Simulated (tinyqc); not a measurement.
Inside a calculation. Method: plane-wave Kohn-Sham cycle with exchange-only LDA in a layered model solid. One step of it, computed by the program tinyqc.

Question. Iteration 2: levels at that k. Diagonalise the Hermitian matrix.

H (hartree):
```
,-2,-1,+0,+1,+2
-2,0.209096,-0.320366,0.002250,-0.000126,-0.000030
-1,-0.320366,-0.084584,-0.320366,0.002250,-0.000126
+0,0.002250,-0.320366,-0.182478,-0.320366,0.002250
+1,-0.000126,0.002250,-0.320366,-0.084584,-0.320366
+2,-0.000030,-0.000126,0.002250,-0.320366,0.209096
```

Give: eigenvalues.

Answer.

eigenvalues (hartree): -0.645  -0.292  0.059  0.414  0.530
